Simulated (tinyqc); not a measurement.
# Planar ballistic transistor, top-of-the-barrier model: output curve

At the top of the source barrier, states moving towards the drain are filled by the source (Fermi level 0) and states moving back by the drain (Fermi level -q Vd); nothing scatters. U is the shift of the band edge there, set by the capacitances CG, CD and CS (the total) and by the charge. Parabolic two-dimensional band; the source is grounded.

N0 = gv m kB T/(pi hbar^2), CG = eps0 eox/tox, vT = sqrt(2 kB T/(pi m)), CS = CG/aG, n0 = n at U = 0 and Vd = 0. eta1 = -(E0 + U)/Vt, eta2 = eta1 - Vd/Vt, n = (N0/2)[F_0(eta1) + F_0(eta2)], F_0(x) = ln(1 + exp x). U = UL + q (n - n0)/CS with UL = -(aG Vg + aD Vd), energies in eV. I = q (N0/2) vT [F_(1/2)(eta1) - F_(1/2)(eta2)] per width, F_(1/2)(x) = (2/sqrt(pi)) int_0^infinity u^(1/2)/(1 + exp(u - x)) du. CQ = (q/Vt) dn/d(eta1).

Parameters, values chosen for the exercise; mass and valleys close to those of gallium arsenide: temperature T = 300 K; effective mass m = 0.0693 m0; valley degeneracy gv = 1; relative permittivity of the gate insulator eox = 3.9; insulator thickness tox = 3.4 nm; gate control CG/CS aG = 0.94; drain control CD/CS aD = 0.058; band edge at the barrier top above the source Fermi level at zero bias E0 = 0.39 eV; gate voltage Vg = 0.4 V.

Constants: q = 1.602176634e-19 C, kB = 1.380649e-23 J/K, hbar = 1.054571817e-34 J s, m0 = 9.1093837015e-31 kg, Vt = kB T/q, eps0 = 8.8541878128e-14 F/cm where lengths are in cm. Results are converted to the units shown.

Result of one run:

| Vd (V) | eta1 | n (cm^-2) | I (uA/um) | mean velocity I/(q n) (cm/s) | CQ/CS |
|---|---|---|---|---|---|
| 0.025 | -1.249 | 1.331e11 | 19.18 | 8.992e6 | 0.6895 |

What becomes of these results when the drain voltage Vd is changed from 0.025 to 0.8 V, all else the same?

Result of the changed run:

| Vd (V) | eta1 | n (cm^-2) | I (uA/um) | mean velocity I/(q n) (cm/s) | CQ/CS |
|---|---|---|---|---|---|
| 0.8 | -0.1148 | 2.385e11 | 85.55 | 2.239e7 | 1.012 |

The whole series:

| Vd (V) | eta1 | n (cm^-2) | I (uA/um) | mean velocity I/(q n) (cm/s) | CQ/CS |
|---|---|---|---|---|---|
| 0.01 | -1.357 | 1.460e11 | 8.806 | 3.763e6 | 0.7590 |
| 0.025 | -1.249 | 1.331e11 | 19.18 | 8.992e6 | 0.6895 |
| 0.05 | -1.129 | 1.219e11 | 30.12 | 1.542e7 | 0.6204 |
| 0.1 | -1.004 | 1.197e11 | 39.09 | 2.038e7 | 0.5920 |
| 0.15 | -0.9247 | 1.255e11 | 42.82 | 2.130e7 | 0.6122 |
| 0.2 | -0.8543 | 1.328e11 | 45.71 | 2.149e7 | 0.6412 |
| 0.3 | -0.7198 | 1.484e11 | 51.46 | 2.164e7 | 0.7028 |
| 0.4 | -0.5904 | 1.650e11 | 57.56 | 2.178e7 | 0.7653 |
| 0.6 | -0.3448 | 2.004e11 | 70.86 | 2.207e7 | 0.8900 |
| 0.8 | -0.1148 | 2.385e11 | 85.55 | 2.239e7 | 1.012 |

The current rises from 8.81 to 85.5 uA/um; n goes from 1.46e11 through a minimum of 1.20e11 (at Vd = 0.1 V among the rows listed) to 2.39e11 cm^-2 and eta1 rises from -1.36 to -0.115. The resistance in the first row is 1140 ohm um, though nothing scatters in the channel. The current passes 90 % of its last value at Vd = 0.8 V among the rows, where eta2 = -31; returning states are gone from Vd = 0.2 V on (eta2 < -7), and from there the drain control aD lifts eta1 from -0.854 to -0.115.

Numbers from tinyqc (`OMP_NUM_THREADS=1 python tinyqc.py 2400043 2400044 out.jsonl`; about 0.01 s on one thread of a shared Intel Xeon 2.30GHz).
